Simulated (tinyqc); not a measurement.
Two channel transmissions from conductance and noise.

Question. A contact has two spin-degenerate channels: G = (2 q^2/h)(T1 + T2), Fano factor F = [T1 (1 - T1) + T2 (1 - T2)]/(T1 + T2), T1 > T2. Find T1 and T2.

G in units of 2 q^2/h = 1.09
Fano factor = 0.22376147

Answer. With g = T1 + T2, T1^2 + T2^2 = g (1 - F), so (T1 - T2)^2 = 2 g (1 - F) - g^2.

T1 = 0.900
T2 = 0.190

Program tinyqc, `OMP_NUM_THREADS=1 python tinyqc.py 2740119 2740120 out.jsonl`; Intel Xeon 2.30GHz, shared host, one thread, about 0.07 s.
